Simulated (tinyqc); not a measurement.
# Which input was changed?

Model: gas flow in a process chamber: flow regimes, conductance, effective pumping speed, pump-down, outgassing and purge. Computed by tinyqc, a small Python program. Command: `OMP_NUM_THREADS=1 python tinyqc.py 3120488 3120489 out.jsonl pump which`. One thread of a shared host (Intel(R) Xeon(R) Processor @ 2.30GHz), about 0.03 s of CPU time with the checks.

Ideal gas, isothermal flow, a pump of constant speed at the end of a round pipe; process gas, volume gas and outgassing are given the same properties. 1 sccm = 101325 Pa x 1e-6 m^3/60 s x T/273.15 K.

Inputs (values chosen for the exercise, modelled on nitrogen near room temperature):
```
quantity            value           unit
molar mass M        28.01          g/mol
molecular diameter   0.37             nm
viscosity eta        17.8  micropascal s
temperature T         350              K
chamber volume V       66              L
pipe diameter d        10             cm
pipe length l          74             cm
pump speed S           68            L/s
process gas flow       15           sccm
```

Constants: k_B = 1.380649e-23 J/K; u = 1.6605390666e-27 kg.

Method:
- Mean speed c = sqrt(8 k_B T/(pi m)); aperture conductance C_a = c pi d^2/16; molecular pipe C_m = C_a/(1 + 3 l/(4 d)) (Dushman form); viscous pipe C_v = pi d^4 p_mean/(128 eta l); Knudsen interpolation C = C_v + C_m (1 + x)/(1 + 1.24 x), x = d p_mean sqrt(m/(k_B T))/eta.
- Effective speed 1/S_eff = 1/S + 1/C_m; time constant V/S_eff; pressure at which the free path k_B T/(sqrt2 pi d_m^2 p) equals d.
- Steady flow: the pump inlet is at p_2 = Q/S, and the chamber pressure p_1 solves Q = C((p_1 + p_2)/2) (p_1 - p_2). Residence time = p_1 V/Q.
- Knudsen number = free path at the mean pressure over d.

Problem. One of these inputs alone was changed, within the range given: molar mass M (14.01 to 56.02); pipe length l (37 to 148); pump speed S (34 to 136); process gas flow (7.5 to 30). Which one, and to what value?

Results:
```
run     conductance C (L/s)  residence time (s)  S_eff in molecular flow (L/s)
before             228.8250            1.259018                       47.18888
after              208.5772            1.287018                       47.18888
```

Solution.

Each candidate set to reproduce conductance C, and what it then gives:
```
candidate                range searched  value needed  residence time (s)  S_eff in molecular flow (L/s)
molar mass M (g/mol)     14.01 to 56.02         40.41              1.2870                         44.453
pipe length l (cm)            37 to 148         82.33              1.2870                         45.850
pump speed S (L/s)            34 to 136         90.44              1.0462                         57.004
process gas flow (sccm)       7.5 to 30         11.80              1.2870                         47.189
```

Only process gas flow fits every result: it went from 15 to 11.8 sccm. The next best candidate, pipe length l, misses one result by 2.8 %.
